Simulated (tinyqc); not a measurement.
MOS capacitor on a p-type substrate, surface potential from the exact charge relation: two steps of the calculation.

Uniform p-type substrate, Boltzmann statistics, full ionisation, classical densities. psi is the surface potential against the body (positive when the bands bend down) and u = psi/Vt. Traps are spread evenly over the gap and neutral at flat band, so their charge is -q Dit psi; the minority quasi-Fermi level is shifted by Vb.

Values chosen for this exercise; band and dielectric values close to those of silicon: temperature T = 273 K; band gap Eg = 1.11 eV; relative permittivity eps_r = 11.8; conduction-band density of states at T Nc = 2.46e19 cm^-3; valence-band density of states at T Nv = 2.26e19 cm^-3; acceptor density of the substrate N = 2.2e16 cm^-3; relative permittivity of the gate insulator (close to zirconium oxide) eox = 24.8; insulator thickness tox = 8.1 nm; fixed charge at the interface, in units of q Nf = 2.8e11 cm^-2; density of interface traps Dit = 0 cm^-2 eV^-1; reverse bias of the inversion layer against the body Vb = 0.6 V; gate voltage against the body Vg = 2.27 V.

Constants: q = 1.602176634e-19 C, kB = 1.380649e-23 J/K, Vt = kB T/q, eps0 = 8.8541878128e-14 F/cm where lengths are in cm. Results are converted to the units shown.

Problem 1. Newton step for the surface potential. u = psi/Vt; F^2 = exp(-u) + u - 1 + r (exp(u) - u - 1); Qs = -sign(u) Q0 F; Cs = -dQs/dpsi = (Q0/Vt) |1 - exp(-u) + r (exp(u) - 1)|/(2 F). f = Vfb + psi + (q Dit psi - Qs)/Cox - Vg, f' = 1 + (Cs + q Dit)/Cox, psi(new) = psi - f/f'.

psi after iteration 1 = 2.8363575 V
Cox = 2.7109118 uF/cm^2
Vfb = -0.61340813 V
Q0 = 13.163297 nC/cm^2
r = 3.1071113e-26

Wanted: u; F; Qs; Cs; f; f'; psi after iteration 2.

Solution 1.

u = 120.6
F = 2.672e13
Qs = -3.517e14 nC/cm^2
Cs = 7.475e12 uF/cm^2
f = 1.297e11 V
f' = 2.757e12
psi after iteration 2 = 2.789 V

This iterate lies far beyond the solution, so its charge is not a physical one.

Problem 2. Charges, field and capacitances at the solution. ni = sqrt(Nc Nv) exp(-Eg/(2 Vt)), Eg in volts; phiF = Vt ln(N/ni); Cox = eps0 eox/tox; Vfb = phiM - chi - (Eg - Vt ln(Nv/N)) - q Nf/Cox; Q0 = sqrt(2 eps0 eps_r q N Vt); r = (ni/N)^2 exp(-Vb/Vt); VT = Vfb + [(2 phiF + Vb)(1 + q Dit/Cox) + sqrt(2 eps0 eps_r q N (2 phiF + Vb))/Cox].

Low frequency: 1/C_LF = 1/Cox + 1/(Cs + q Dit). High frequency, in the simple estimate in which traps and minority carriers do not follow: 1/C_HF = 1/Cox + 1/Cd, Cd being Cs with r = 0 at the same psi. Minority sheet density N_inv = (Q0/(2 q)) int_0^u r (exp(t) - 1)/F(t) dt for u > 0. Oxide field |Qs - q Dit psi + q Nf|/(eps0 eox).

converged psi = 1.6425221 V

Give: Qs; N_inv; oxide field; Cs; C_LF/Cox; C_HF/Cox.

Solution 2.

Qs = -3363.9 nC/cm^2
N_inv = 2.0343e13 cm^-2
oxide field = 1.5115 MV/cm
Cs = 71.422 uF/cm^2
C_LF/Cox = 0.96343
C_HF/Cox = 0.012287

The surface is in strong inversion (borders at |psi| = 0, phiF + Vb and 2 phiF + Vb = 1.38 V). Minority carriers make up 96.9 % of Qs.

Numbers from tinyqc (`OMP_NUM_THREADS=1 python tinyqc.py 2060101 2060102 out.jsonl`; about 0.01 s on one thread of a shared Intel Xeon 2.30GHz).
